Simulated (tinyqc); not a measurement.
A ladder of methods, and size consistency: correlation methods against full CI in the sto-3g basis, for H2, spin multiplicity 1. Computed by the program tinyqc with PySCF. 

Geometry (angstrom):
```
atom       x       y       z
H     0.0000  0.0000  0.0000
H     0.0000  0.0000  0.6520
```

RHF energy of one = -1.113300 hartree

All electrons correlated; +Q is the Davidson correction (1 - c0^2) E_corr. The last columns treat two copies 100 angstrom apart as one system. FCI is the lowest singlet.

Correlation energies (hartree):
```
method   E_corr of one  share of FCI (%)  E_corr of two at 100 angstrom  two minus twice one (mhartree)
MP2           -0.01122            66.061                       -0.02244                           0.000
CISD          -0.01698           100.000                       -0.03366                           0.306
CISD+Q        -0.01714           100.918                       -0.03426                           0.016
CCSD          -0.01698           100.000                       -0.03396                           0.000
CCSD(T)       -0.01698           100.000                       -0.03396                           0.000
FCI           -0.01698           100.000                              -                               -
```

MP2 recovers 66 %, CISD 100.0 % and CCSD 100.0 % of the FCI value (c0^2 = 0.991 in CISD). MP2 and coupled cluster are size consistent, so their last column vanishes; CISD loses 0.31 mhartree, since a double excitation on each copy is a quadruple of the pair, and the Davidson correction leaves +0.02. With two electrons, or one virtual orbital, CISD and CCSD are exact for one copy, so +Q overshoots there.
